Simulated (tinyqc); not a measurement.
Gaussian against the exact two-step profile: two-step dopant diffusion (predeposition and drive-in) with a constant diffusivity. Computed by tinyqc, a small Python program. Command: `OMP_NUM_THREADS=1 python tinyqc.py 3019072 3019073 out.jsonl dopdiff walk`. One thread of a shared host (Intel(R) Xeon(R) Processor @ 2.30GHz), about 0.06 s of CPU time with the checks.

Fick diffusion into a half space x > 0 whose background doping C_B is of the opposite type, so that a junction lies where C = C_B.

Inputs (values chosen for the exercise, modelled on arsenic in silicon): prefactor D0 = 9.96 cm^2/s; activation energy E = 4.03 eV; surface concentration C_s = 2e+19 1/cm^3; background doping C_B = 2e+15 1/cm^3; predeposition temperature T1 = 1000 C; predeposition time t1 = 60 min; drive-in temperature T2 = 1125 C; drive-in time t2 = 20 min.

Furnace ramps of the drive-in: none.

Constants: k_B = 8.617333262e-05 eV/K.

Method:
- D = D0 exp(-E/(k_B T)).
- Temperatures in kelvin are T(C) + 273.15.
- Times in seconds are 60 times the minutes.
- (Dt)2 = D2 t2, t2 in seconds.
- C = C_s erfc(x/(2 sqrt(D1 t1))); dose Q = 2 C_s sqrt(D1 t1/pi); the junction solves erfc(z) = C_B/C_s with x_j = 2 z sqrt(D1 t1).
- With a sealed surface and a thin source, C = Q/sqrt(pi (Dt)2) exp(-x^2/(4 (Dt)2)); x_j = 2 sqrt((Dt)2 ln(C(0)/C_B)); gradient at the junction |dC/dx| = C_B x_j/(2 (Dt)2).
- Exact two-step profile: C = (2 C_s/pi) int_0^alpha exp(-beta (1 + u^2))/(1 + u^2) du with alpha = sqrt(D1 t1/(Dt)2), beta = x^2/(4 (D1 t1 + (Dt)2)).
- The integral takes 48 Gauss-Legendre points; solve C(x) = C_B.
- Gaussian: C = Q/sqrt(pi (Dt)2) exp(-x^2/(4 (Dt)2)).
- Depths are fractions of the Gaussian x_j.

surface concentration C(0) (Gaussian) = 4.26923e+18 1/cm^3

junction depth x_j = 0.330185 um

drive-in budget (Dt)2 = 3.55536e-11 cm^2

product D1 t1 = 3.99726e-12 cm^2

exact junction depth = 0.341912 um

Profiles:
```
x/x_j   x (um)  Gaussian (1/cm^3)  exact (1/cm^3)   ratio
0.0    0.00000         4.2692e+18      4.1192e+18  1.0364
0.2    0.06604         3.1418e+18      3.0957e+18  1.0149
0.4    0.13207         1.2522e+18      1.3147e+18  0.9525
0.6    0.19811         2.7027e+17      3.1594e+17  0.8554
0.8    0.26415         3.1593e+16      4.3066e+16  0.7336
1.0    0.33018         2.0000e+15      3.3398e+15  0.5988
1.2    0.39622         6.8569e+13      1.4786e+14  0.4638
```

What follows from these numbers?

With D1 t1/(Dt)2 = 0.11, the Gaussian is 3.6 % high at the surface and 40 % low at its own junction; the exact junction lies at 0.3419 um, 3.6 % deeper. The dose is the same, but the real source already has a width, which carries into the tail. Caution: the drive-in budget is under fifteen times D1 t1, so the source is not thin and the Gaussian junction is too shallow. Caution: C_s exceeds the intrinsic carrier density of silicon at the predeposition temperature (2e18 to 1e19 per cm^3), where real diffusivities rise with concentration and profiles turn box-like.
